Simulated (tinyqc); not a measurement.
## Composition from the perpendicular lattice constant

Inverse problem. The layer is x parts of the first compound and 1 - x of the second, grown coherently on the second as substrate and barrier. Rows of the table: lattice constant a, average valence level Ea on an absolute scale, spin-orbit splitting so, gaps at Gamma, X and L, hydrostatic deformation potentials av and ac (Gamma), shear potential b, elastic constants, electron and heavy-hole (along z) masses. All are interpolated linearly in x; gaps get -C x (1 - x), taken wholly in the conduction band; real line-ups can differ from this model by 0.1 eV or more. In-plane strain e = (a_substrate - a)/a, e_z = -2 (c12/c11) e, volume change 2 e + e_z. X-ray diffraction gives a_z = a (1 + e_z) of the coherent layer. Find x, e and the relaxed Gamma gap.

Parameters, values chosen for the exercise:
```
symbol,value,unit,meaning
CG,0.477,eV,bowing of the Gamma gap
CX,1.4,eV,bowing of the X gap
CL,0.33,eV,bowing of the L gap
```

Binary compounds, values chosen for the exercise:
```
	close to InAs	close to GaAs
a (angstrom)	6.058	5.653
Ea (eV)	-6.67	-6.92
so (eV)	0.384	0.343
EG (eV)	0.358	1.44
EX (eV)	1.37	1.91
EL (eV)	1.07	1.71
av (eV)	0.999	1.15
ac (eV)	-5.05	-7.09
b (eV)	-1.82	-1.72
c11 (GPa)	84	119
c12 (GPa)	44.8	54.2
me (m0)	0.023	0.0667
mh (m0)	0.331	0.346
```

lattice constant along the growth direction = 5.88153170 angstrom

Answer. a_z changes steadily with x, about (1 + 2 c12/c11) times as fast as the relaxed lattice constant, so one composition matches.

x = 0.2900
e = -2.035 %
relaxed Gamma gap = 1.028 eV

tinyqc, about 0.01 s, one thread, Intel Xeon 2.30GHz (shared host): `OMP_NUM_THREADS=1 python tinyqc.py 2690041 2690042 out.jsonl`
